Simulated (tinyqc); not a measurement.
Global model of a low-pressure process discharge: electron temperature, density, ion flux and ion energy: one step, computed by the program tinyqc. Command: `OMP_NUM_THREADS=1 python tinyqc.py 3110168 3110169 out.jsonl plasma walk`. One thread of a shared host (Intel(R) Xeon(R) Processor @ 2.30GHz), about 0.01 s of CPU time with the checks.

Maxwellian electrons with temperature T_e in eV, one positive ion, no negative ions, uniform bulk density n; rate constants have the Arrhenius form.

Question. Biased electrode. All bias power goes to ions: V_b = P_b/(J pi r^2). Debye length at the sheath edge lambda_D = sqrt(eps_0 T_e/(e h_L n)); Child-law sheath s = (sqrt2/3) lambda_D (2 V/T_e)^(3/4), V = V_b + V_s; ion transit time tau_i = 3 s sqrt(M/(2 e V)); collisions in the sheath s/lambda_i.

Inputs (values chosen for the exercise, of the order of those of an inductive discharge in a simple atomic gas):

| quantity | value | unit |
|---|---|---|
| ion mass M | 40 | u |
| gas temperature T_g | 500 | K |
| radius R | 18 | cm |
| height L | 16 | cm |
| bias power P_b | 53 | W |
| radius of the biased electrode | 5 | cm |
| bias frequency | 27 | MHz |

ion current density J = 18.77433 mA/cm^2

T_e = 1.700606 eV

h_L = 0.1543491

plasma density n = 3.748413e+12 1/cm^3

wall potential V_s = 7.958137 V

ion mean free path = 0.2852581 cm

Constants: eps_0 = 8.8541878128e-12 F/m; e = 1.602176634e-19 C; u = 1.6605390666e-27 kg.

Give: bias voltage V_b; lambda_D; sheath width s; ion transit time; transit time over bias period; s/lambda_i.

Answer.

bias voltage V_b = 35.94 V

lambda_D = 12.75 micrometre

sheath width s = 0.1157 mm

ion transit time = 23.86 ns

transit time over bias period = 0.6441

s/lambda_i = 0.04057

The sheath is nearly free of collisions. Caution: at so short an ion path the formulas for h_L and h_R give way to the ambipolar-diffusion limit.
